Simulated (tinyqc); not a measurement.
Free and trapped electrons in a MOS channel with a dense trap tail: two steps of the calculation.

p-type body, charge-sheet picture, full ionisation (an idealisation for deep acceptors), Boltzmann statistics for free electrons. e = Ec - EF at the surface. Acceptor-like traps of density D(E) = D0 + De exp(-E/Ew) at depth E below Ec, from 0 to Eu, hold n_t = integral of D(E)/(1 + exp((e - E)/Vt)). psi = Eg - Vt ln(Nv/Na) - e; N_dep = sqrt(2 eps0 eps_r Na (psi - Vt)/q); n_f = sqrt(N_dep^2 + 2 eps0 eps_r Vt Nc exp(-e/Vt)/q) - N_dep; Vg = Vfb + psi + q (N_dep + n_t + n_f)/Cox, Cox = eps0 eox/tox.

Inputs (values chosen for the exercise); band and dielectric values close to those of gallium nitride:
```
symbol,value,unit,meaning
T,475,K,temperature
Eg,3.34,eV,band gap
eps_r,9.53,,relative permittivity
Nc,4.6e18,cm^-3,conduction-band density of states at T
Nv,9.18e19,cm^-3,valence-band density of states at T
eox,3.9,,relative permittivity of the insulator
tox,27,nm,insulator thickness
Na,9.6e15,cm^-3,acceptor density
Vfb,-2.2,V,flat-band voltage without trapped charge
D0,5.4e10,cm^-2 eV^-1,constant background density of acceptor-like traps
De,1.6e13,cm^-2 eV^-1,density of the tail at the conduction edge
Ew,0.14,eV,decay energy of the tail
Eu,0.97,eV,depth below Ec down to which the traps reach
mf,100,cm^2/(V s),mobility of free electrons
e,0.143,eV,Ec - EF at the surface
```

Constants: q = 1.602176634e-19 C, kB = 1.380649e-23 J/K, Vt = kB T/q, eps0 = 8.8541878128e-14 F/cm where lengths are in cm. Results are converted to the units shown.

Question 1. Trapped charge. Trapezoid rule on 14 equal steps from 0 to Eu, f = 1/(1 + exp((e - E)/Vt)).

Wanted: E; D(E) f; n_t.

Answer 1.

```
point	E (eV)	D(E) f (cm^-2 eV^-1)
0	0	4.7352e11
1	0.069286	1.3902e12
2	0.13857	2.8381e12
3	0.20786	3.0531e12
4	0.27714	2.1817e12
5	0.34643	1.3916e12
6	0.41571	8.7424e11
7	0.48500	5.5460e11
8	0.55429	3.5924e11
9	0.62357	2.4009e11
10	0.69286	1.6745e11
11	0.76214	1.2316e11
12	0.83143	9.6164e10
13	0.90071	7.9705e10
14	0.97000	6.9670e10
```

n_t = 9.4374e11 cm^-2

Question 2. Charges and gate voltage. psi, N_dep, n_f and Vg as defined, with the n_t given; free share n_f/(n_f + n_t); apparent mobility mf n_f/(n_f + n_t); gate voltage spent on traps q n_t/Cox.

n_t = 9.4374009e11 cm^-2

Wanted: psi; N_dep; n_f; Vg; free share; apparent mobility; gate voltage spent on traps.

Answer 2.

psi = 2.822 V
N_dep = 5.303e11 cm^-2
n_f = 5.408e10 cm^-2
Vg = 2.536 V
free share = 5.420 %
apparent mobility = 5.420 cm^2/(V s)
gate voltage spent on traps = 1.182 V

tinyqc, about 0.02 s, one thread, Intel Xeon 2.30GHz (shared host): `OMP_NUM_THREADS=1 python tinyqc.py 2222248 2222249 out.jsonl`
